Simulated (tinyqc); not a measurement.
Inside a calculation. Model: MOS inversion layer, Poisson-Schroedinger loop.

Numbers from tinyqc (`OMP_NUM_THREADS=1 python tinyqc.py 2160093 2160094 out.jsonl`; about 0.6 s on one thread of a shared Intel Xeon 2.30GHz). Printed values are rounded.

Electrons confined at an insulator interface at z = 0, treated as a hard wall; parabolic valleys, Hartree approximation, no image or exchange terms. The depletion charge lies far deeper than the electrons and gives a uniform field q Nd/(eps0 eps_r); the gate balances all charge. Energies are counted from the band edge at the interface.

Inputs (values chosen for the exercise); masses and permittivity close to those of silicon (100):
```
symbol   value   unit                                     meaning
T          300      K                                 temperature
eps_r     11.5                              relative permittivity
mz1       0.93     m0  mass along z of valley set A (2 valley(s))
md1      0.193     m0    in-plane density-of-states mass of set A
mz2      0.189     m0  mass along z of valley set B (4 valley(s))
md2      0.417     m0    in-plane density-of-states mass of set B
Ns      6.9e12  cm^-2                  sheet density of electrons
Nd      1.2e11  cm^-2           sheet density of depletion charge
dE           0     eV               extra shift of set B (strain)
hz        0.88     nm                                   mesh step
a          0.5                                      mixing factor
```

Constants: q = 1.602176634e-19 C, kB = 1.380649e-23 J/K, hbar = 1.054571817e-34 J s, m0 = 9.1093837015e-31 kg, Vt = kB T/q, eps0 = 8.8541878128e-14 F/cm where lengths are in cm, hbar^2/(2 m0) = 0.0380998212 eV nm^2. Results are converted to the units shown.

## Fixed part of the potential

| node | z (nm) |
|---|---|
| 1 | 0.88 |
| 2 | 1.76 |
| 3 | 2.64 |
| 4 | 3.52 |
| 5 | 4.4 |
| 6 | 5.28 |
| 7 | 6.16 |
| 8 | 7.04 |
| 9 | 7.92 |
| 10 | 8.8 |
| 11 | 9.68 |
| 12 | 10.56 |
| 13 | 11.44 |
| 14 | 12.32 |
| 15 | 13.2 |
| 16 | 14.08 |
| 17 | 14.96 |
| 18 | 15.84 |

V0 = q Nd z/(eps0 eps_r) in eV.

| node | fixed potential V0 (eV) |
|---|---|
| 1 | 0.00166160 |
| 2 | 0.00332321 |
| 3 | 0.00498481 |
| 4 | 0.00664642 |
| 5 | 0.00830802 |
| 6 | 0.00996963 |
| 7 | 0.01163123 |
| 8 | 0.01329284 |
| 9 | 0.01495444 |
| 10 | 0.01661605 |
| 11 | 0.01827765 |
| 12 | 0.01993926 |
| 13 | 0.02160086 |
| 14 | 0.02326247 |
| 15 | 0.02492407 |
| 16 | 0.02658568 |
| 17 | 0.02824728 |
| 18 | 0.02990889 |

## Round 1: levels and probability densities

| node | self-consistent potential U at the start (eV) |
|---|---|
| 1 | 0 |
| 2 | 0 |
| 3 | 0 |
| 4 | 0 |
| 5 | 0 |
| 6 | 0 |
| 7 | 0 |
| 8 | 0 |
| 9 | 0 |
| 10 | 0 |
| 11 | 0 |
| 12 | 0 |
| 13 | 0 |
| 14 | 0 |
| 15 | 0 |
| 16 | 0 |
| 17 | 0 |
| 18 | 0 |

Tridiagonal Hamiltonian with psi = 0 one step beyond both ends: H_ii = C (1/m_(i-1/2) + 1/m_(i+1/2))/hz^2 + V0_i + U_i (+ dE for the set B), H_(i,i+1) = -C/(m_(i+1/2) hz^2), C = hbar^2/(2 m0). The lowest 2 level(s) of each valley set are kept, normalised to hz sum |psi|^2 = 1. The mass is the same on all intervals.

levels (eV): A1 0.01226560, A2 0.02141388, B1 0.02140700, B2 0.04437859

| node | \|psi\|^2 of A1 (1/nm) | \|psi\|^2 of A2 (1/nm) | \|psi\|^2 of B1 (1/nm) | \|psi\|^2 of B2 (1/nm) |
|---|---|---|---|---|
| 1 | 0.0343057 | 0.0338283 | 0.0080520 | 0.0157145 |
| 2 | 0.1110956 | 0.0895069 | 0.0298113 | 0.0529664 |
| 3 | 0.1806766 | 0.0974199 | 0.0593369 | 0.0891820 |
| 4 | 0.2100494 | 0.0520458 | 0.0894945 | 0.1036389 |
| 5 | 0.1961438 | 0.0064748 | 0.1140804 | 0.0891397 |
| 6 | 0.1554878 | 0.0075930 | 0.1291421 | 0.0546741 |
| 7 | 0.1080069 | 0.0556446 | 0.1333562 | 0.0190936 |
| 8 | 0.0670954 | 0.1162972 | 0.1276504 | 0.0006326 |
| 9 | 0.0378073 | 0.1550830 | 0.1144113 | 0.0082593 |
| 10 | 0.0195265 | 0.1588052 | 0.0966144 | 0.0386674 |
| 11 | 0.0093170 | 0.1347334 | 0.0771112 | 0.0792016 |
| 12 | 0.0041321 | 0.0985060 | 0.0581829 | 0.1142421 |
| 13 | 0.0017109 | 0.0634557 | 0.0413608 | 0.1316485 |
| 14 | 0.0006627 | 0.0364207 | 0.0274522 | 0.1266807 |
| 15 | 0.0002395 | 0.0186183 | 0.0166879 | 0.1024889 |
| 16 | 0.0000794 | 0.0083009 | 0.0089155 | 0.0678237 |
| 17 | 0.0000226 | 0.0029895 | 0.0037872 | 0.0334597 |
| 18 | 0.0000042 | 0.0006404 | 0.0009166 | 0.0088500 |

## Round 1: Fermi level and occupations

Level k holds N_k = D_k Vt ln(1 + exp((EF - E_k)/Vt)) with D = 2 md1 m0 q/(pi hbar^2) for the set A, D = 4 md2 m0 q/(pi hbar^2) for the set B per eV (spin included); EF is fixed by sum N_k = Ns.

EF = -0.01857177 eV
N_k (cm^-2): A1 1.104415e12, A2 8.047376e11, B1 3.478308e12, B2 1.512539e12

## Round 1: density, output potential and mixing

n_i = sum_k N_k |psi_k|^2 (converted to cm^-3). Hartree part by Gauss: on the interval before node i the electrons still beyond are S_i = Ns - hz sum_(j<i) n_j, and U_i = U_(i-1) + q S_i hz/(eps0 eps_r) in eV, U_0 = 0 at the interface. Mixing: U(new) = U + a (U(out) - U).

| node | n (1e18 cm^-3) | U(out) (eV) | U after round 1 (eV) |
|---|---|---|---|
| 1 | 1.168869 | 0.0955423 | 0.0477711 |
| 2 | 3.785320 | 0.1896603 | 0.0948301 |
| 3 | 6.192226 | 0.2791658 | 0.1395829 |
| 4 | 7.419122 | 0.3611261 | 0.1805630 |
| 5 | 7.534688 | 0.4340461 | 0.2170230 |
| 6 | 7.097261 | 0.4977849 | 0.2488925 |
| 7 | 6.567973 | 0.5528757 | 0.2764379 |
| 8 | 6.126539 | 0.5999634 | 0.2999817 |
| 9 | 5.770065 | 0.6395858 | 0.3197929 |
| 10 | 5.439025 | 0.6721773 | 0.3360887 |
| 11 | 5.067269 | 0.6981414 | 0.3490707 |
| 12 | 4.590087 | 0.7179309 | 0.3589654 |
| 13 | 3.959438 | 0.7321273 | 0.3660636 |
| 14 | 3.171378 | 0.7414991 | 0.3707495 |
| 15 | 2.283115 | 0.7470066 | 0.3735033 |
| 16 | 1.403644 | 0.7497320 | 0.3748660 |
| 17 | 0.662128 | 0.7507471 | 0.3753736 |
| 18 | 0.170942 | 0.7509554 | 0.3754777 |

## Course of the self-consistent loop

Start from U = 0. Stop when the largest |U(out) - U| is below 1e-7 eV, or after 120 rounds.

Course of the iteration:

| round | level A1 (eV) | EF (eV) | largest \|U(out) - U\| (eV) |
|---|---|---|---|
| 1 | 0.01226560 | -0.01857177 | 0.751 |
| 2 | 0.1135294 | 0.1330054 | 0.194 |
| 3 | 0.1374716 | 0.1504602 | 0.0563 |
| 4 | 0.1512931 | 0.1625217 | 0.0204 |
| 5 | 0.1584516 | 0.1703395 | 7.78e-3 |
| 6 | 0.1617104 | 0.1737055 | 3.54e-3 |
| 7 | 0.1632813 | 0.1753278 | 1.58e-3 |
| 8 | 0.1640443 | 0.1760903 | 7.91e-4 |
| 9 | 0.1644241 | 0.1764740 | 3.84e-4 |
| ... | ... | ... | ... |
| 13 | 0.1647767 | 0.1768257 | 2.37e-5 |
| 14 | 0.1647885 | 0.1768374 | 1.19e-5 |
| 15 | 0.1647943 | 0.1768433 | 5.91e-6 |
| 16 | 0.1647972 | 0.1768462 | 2.97e-6 |
| 17 | 0.1647987 | 0.1768477 | 1.47e-6 |
| 18 | 0.1647994 | 0.1768484 | 7.40e-7 |
| 19 | 0.1647998 | 0.1768487 | 3.68e-7 |
| 20 | 0.1648000 | 0.1768489 | 1.85e-7 |
| 21 | 0.1648001 | 0.1768490 | 9.19e-8 |

Converged in 21 rounds. Towards the end the residual shrinks by a factor of about 0.50 a round.

## Converged levels, occupations and centroid

| node | converged U (eV) |
|---|---|
| 1 | 0.0955422 |
| 2 | 0.1535979 |
| 3 | 0.1876299 |
| 4 | 0.2088783 |
| 5 | 0.2223111 |
| 6 | 0.2312160 |
| 7 | 0.2375561 |
| 8 | 0.2423193 |
| 9 | 0.2459631 |
| 10 | 0.2487137 |
| 11 | 0.2507192 |
| 12 | 0.2521102 |
| 13 | 0.2530155 |
| 14 | 0.2535588 |
| 15 | 0.2538513 |
| 16 | 0.2539855 |
| 17 | 0.2540326 |
| 18 | 0.2540419 |

Solve for the levels with V0 + U, find EF, n_i = sum_k N_k |psi_k|^2 (in cm^-3); share of each level N_k/Ns; centroid sum n z/sum n.

levels (eV): A1 0.1648001, A2 0.2288004, B1 0.2313627, B2 0.2793260
EF = 0.1768490 eV
shares (%): A1 57.57923, A2 7.59947, B1 29.91099, B2 4.91031

| node | n (1e19 cm^-3) |
|---|---|
| 1 | 3.076427 |
| 2 | 1.971561 |
| 3 | 1.049122 |
| 4 | 0.641401 |
| 5 | 0.371601 |
| 6 | 0.210480 |
| 7 | 0.129409 |
| 8 | 0.091875 |
| 9 | 0.073295 |
| 10 | 0.061155 |
| 11 | 0.050429 |
| 12 | 0.039860 |
| 13 | 0.029708 |
| 14 | 0.020587 |
| 15 | 0.012986 |
| 16 | 0.007149 |
| 17 | 0.003104 |
| 18 | 0.000762 |

centroid = 2.339874 nm

An 800-node mesh to 27 nm with 8 levels a set gives A1 = 0.1663 eV, EF = 0.1786 eV and a centroid of 2.640 nm; the levels kept above hold 94.3 % of the electrons there. The coarse centroid is 11 % below the fine one.

## Closed-form estimates

Triangular well: E_k = a_k (C F^2/mz)^(1/3), a_1 = 2.338107, a_2 = 4.087949, C = hbar^2/(2 m0), F in eV/nm. Fang-Howard (all electrons in the lowest level of set A): b^3 = 6 (mz1/C) q (Nd + 11 Ns/32)/(eps0 eps_r), centroid 3/b, level C b^2/(4 mz1) + (3/b) q (Nd + 11 Ns/16)/(eps0 eps_r). Use F = q (Nd + Ns)/(eps0 eps_r), the surface field, and F = q (Nd + Ns/2)/(eps0 eps_r).

A1 with the surface field = 0.1855575 eV
A1 with Nd + Ns/2 = 0.1182222 eV
A2 with Nd + Ns/2 = 0.2066999 eV
b = 1.790745 1/nm
Fang-Howard centroid = 1.675280 nm
Fang-Howard level = 0.1610535 eV

Against the self-consistent A1 = 0.1663 eV on a fine mesh, the surface-field estimate is 12 % above it, the half-charge one 29 % below it and Fang-Howard 3.1 % below it. A1 holds 58.0 % of the electrons, and the Fang-Howard centroid is 37 % below the full one.
